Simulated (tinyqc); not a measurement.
Metal gate on a two-layer dielectric stack with fixed charge and a dipole: two steps of the calculation.

Gate, layer 2, layer 1, p-type semiconductor; x runs from the gate inwards. Charges are counted in units of +q. psi is the band bending at the surface, positive towards inversion. Classical charge, Boltzmann statistics, no interface traps.

Values chosen for this exercise; band and dielectric values close to those of silicon, layer 1 close to aluminium oxide, layer 2 close to hafnium oxide:
- T = 300 K (temperature)
- Eg = 1.11 eV (band gap)
- eps_r = 11.5 (relative permittivity)
- Nc = 2.82e19 cm^-3 (conduction-band density of states at T)
- Nv = 2.64e19 cm^-3 (valence-band density of states at T)
- chi = 4.1 eV (electron affinity)
- Na = 7.1e17 cm^-3 (acceptor density)
- pM = 4.09 eV (work function of the gate metal)
- t1 = 1.5 nm (thickness of layer 1, next to the semiconductor)
- e1 = 8.88 (relative permittivity of layer 1)
- t2 = 5.3 nm (thickness of layer 2, next to the gate)
- e2 = 22.7 (relative permittivity of layer 2)
- Q1 = 2.7e11 cm^-2 (fixed charge at the semiconductor interface)
- Q2 = 1.4e12 cm^-2 (fixed charge between the layers)
- r1 = 1.3e18 cm^-3 (uniform charge density in layer 1)
- r2 = 0 cm^-3 (uniform charge density in layer 2)
- Vd = 0.23 V (flat-band shift by a dipole layer between the layers)

Constants: q = 1.602176634e-19 C, kB = 1.380649e-23 J/K, Vt = kB T/q, eps0 = 8.8541878128e-14 F/cm where lengths are in cm. Results are converted to the units shown.

Question 1. Flat-band voltage, term by term. EOT = 3.9 (t1/e1 + t2/e2), Cox = eps0/(t1/e1 + t2/e2); phi_ms = pM - (chi + Eg - Vt ln(Nv/Na)). Vfb = phi_ms + Vd - (q/eps0) [Q1 (t1/e1 + t2/e2) + Q2 t2/e2 + r1 (t1^2/(2 e1) + t1 t2/e2) + r2 t2^2/(2 e2)]: each charge counts with its electrical distance from the gate.

Give: terms; Vfb.

Answer 1.

terms (V): phi_ms -1.0265, dipole 0.2300, Q1 -0.0197, Q2 -0.0591, r1 -0.0112, r2 0.0000
Vfb = -0.88655 V

Apart from phi_ms the largest term is that of dipole, 230 mV; all charges and the dipole together move Vfb by 140 mV.

Question 2. Threshold voltage. ni = sqrt(Nc Nv) exp(-Eg/(2 Vt)), Eg in volts, pB = Vt ln(Na/ni), Vth = Vfb + 2 pB + sqrt(4 q eps0 eps_r Na pB)/Cox.

Vfb = -0.88654950 V
Cox = 2.2003498 uF/cm^2

Find: ni; pB; depletion charge; Vth.

Answer 2.

ni = 1.2952e10 cm^-3
pB = 0.46067 V
depletion charge = 0.46199 uC/cm^2
Vth = 0.24475 V

Program tinyqc, `OMP_NUM_THREADS=1 python tinyqc.py 2010137 2010138 out.jsonl`; Intel Xeon 2.30GHz, shared host, one thread, about 0.01 s.
